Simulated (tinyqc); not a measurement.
Concentration-dependent dopant diffusion with charged defects and the built-in field: one step, computed by the program tinyqc. Command: `OMP_NUM_THREADS=1 python tinyqc.py 3025101 3025102 out.jsonl extrinsic walk`. One thread of a shared host (Intel(R) Xeon(R) Processor @ 2.30GHz), about 0.06 s of CPU time with the checks.

A constant source C_s feeds a half space. The dopant moves through neutral point defects and through charged ones, whose number grows with the majority carrier density n.

Problem. Intrinsic density and partial diffusivities. n_i = 3.87e16 T^1.5 exp(-7014/T) per cm^3 (T in kelvin, an empirical form); each D = prefactor x exp(-E/(k_B T)); the intrinsic diffusivity D_i is their sum. Temperatures in kelvin are T(C) + 273.15.

Inputs (values chosen for the exercise, modelled on antimony in silicon):

| quantity | value | unit |
|---|---|---|
| neutral prefactor D0x | 0.23 | cm^2/s |
| neutral activation energy E0 | 3.67 | eV |
| singly charged prefactor D01 | 14.2 | cm^2/s |
| activation energy E1 | 4.08 | eV |
| temperature T | 950 | C |

Field enhancement: on.

Constants: k_B = 8.617333262e-05 eV/K.

Give: n_i; partial diffusivities; intrinsic diffusivity D_i.

Solution.

n_i = 5.3521e+18 1/cm^3

partial diffusivities (cm^2/s): Dx 1.7383e-16, D1 2.1946e-16

intrinsic diffusivity D_i = 3.9329e-16 cm^2/s
